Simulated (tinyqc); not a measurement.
Worked calculation: hydrogen passivation of interface dangling bonds: competing passivation and dissociation with distributed barriers. Computed by tinyqc, a small Python program that keeps every step. Command: `OMP_NUM_THREADS=1 python tinyqc.py 3031223 3031224 out.jsonl passiv walk`. One thread of a shared host (Intel(R) Xeon(R) Processor @ 2.30GHz), about 0.02 s of CPU time with the checks. Intermediate numbers are printed to about 7 digits and carried at full precision; extremes and crossings named in words are read from the listed rows.

P_b + H2 gives P_bH + H at the rate k_f [H2]; P_bH gives P_b + H at the rate k_d. All defects start unpassivated. E_f and E_d are Gaussian and independent.

Inputs (values chosen for the exercise, close to those used for P_b centres at the silicon-oxide interface):

| quantity | value | unit |
|---|---|---|
| defect density N0 | 1.1e+12 | 1/cm^2 |
| passivation prefactor k_f0 | 1.2e-07 | cm^3/s |
| mean passivation barrier E_f | 1.67 | eV |
| spread sigma_f | 0.022 | eV |
| dissociation prefactor k_d0 | 1e+13 | 1/s |
| mean dissociation barrier E_d | 2.73 | eV |
| spread sigma_d | 0.058 | eV |
| H2 in the oxide per atm, solubility factor | 3e+17 | 1/(cm^3 atm) |
| hydrogen pressure p | 1 | atm |
| anneal temperature T | 400 | C |
| anneal time t | 560 | s |
| oxide thickness | 4.9 | nm |

Constants: k_B = 8.617333262e-05 eV/K; e = 1.602176634e-19 C; eps_0 = 8.8541878128e-12 F/m.

## Single barriers

[H2] = solubility factor x p; a = k_f0 [H2] exp(-E_f/(k_B T)), d = k_d0 exp(-E_d/(k_B T)). For one pair of barriers the active share is y = [d + a exp(-(a + d) t)]/(a + d). Temperatures in kelvin are T(C) + 273.15.

passivation rate a = 0.01130447 1/s

dissociation rate d = 3.638135e-08 1/s

a t = 6.330505

steady active share d/(a + d) = 3.218304e-06

active share, single barriers = 0.001784310

Passivation is well advanced.

## Distributed barriers

Average y over both Gaussians with 40 x 40 Gauss-Hermite points. Active density N0 y; threshold shift if each active defect holds one charge, e N0 y t_ox/(3.9 eps_0).

active share y = 0.007318282

active density = 8.050110e+09 1/cm^2

threshold shift = 1.830185 mV

The spread changes the remainder by a factor 4.10: sigma_f/(k_B T) = 0.38 and sigma_d/(k_B T) = 1.00.

## Best anneal temperature for this time and pressure

Minimise the averaged y over T between 150 and 900 C: find where ln y is equal at T - 0.05 and T + 0.05 C; T is rounded to 0.1 C.

best temperature = 435.5 C

least active share = 1.434244e-05

Caution: a least active share below 1e-3 is a property of the model; measured passivation levels off well above it. Caution: atomic hydrogen, which both passivates and depassivates, and further passivation during cooling are left out.

## Isochronal anneals

The formulas are those given above.

Active share after the time t:

| T (C) | a (1/s) | d (1/s) | single barriers | distributed |
|---|---|---|---|---|
| 200 | 5.864399e-08 | 8.342267e-17 | 9.999672e-01 | 9.999620e-01 |
| 250 | 2.939795e-06 | 5.017402e-14 | 9.983551e-01 | 9.981477e-01 |
| 300 | 7.443683e-05 | 9.880421e-12 | 9.591722e-01 | 9.552311e-01 |
| 350 | 1.122113e-03 | 8.334791e-10 | 5.334536e-01 | 5.243932e-01 |
| 400 | 1.130447e-02 | 3.638135e-08 | 1.784310e-03 | 7.318282e-03 |
| 450 | 8.274385e-02 | 9.420619e-07 | 1.138515e-05 | 1.868776e-05 |
| 500 | 4.681744e-01 | 1.601383e-05 | 3.420367e-05 | 5.275637e-05 |
| 600 | 8.263155e+00 | 1.748141e-03 | 2.115137e-04 | 2.970086e-04 |
| 700 | 8.084568e+01 | 7.274359e-02 | 8.989745e-04 | 1.180513e-03 |
| 800 | 5.170933e+02 | 1.510928e+00 | 2.913452e-03 | 3.638348e-03 |

The distributed share is least at 450 C among these rows, 1.9e-5, and the search puts the optimum at 435.5 C. On the cold side defects with high E_f survive; on the hot side dissociation, with the larger barrier, gains on passivation with an energy E_d - E_f = 1.06 eV. In that row single barriers give 1.1e-5, so the spread raises the floor. Caution: shares below about 1e-3 in these rows are formal; measured passivation levels off well above them.

Checks made by the program: Gauss-Hermite average against a fine uniform grid (relative difference below 1e-10).
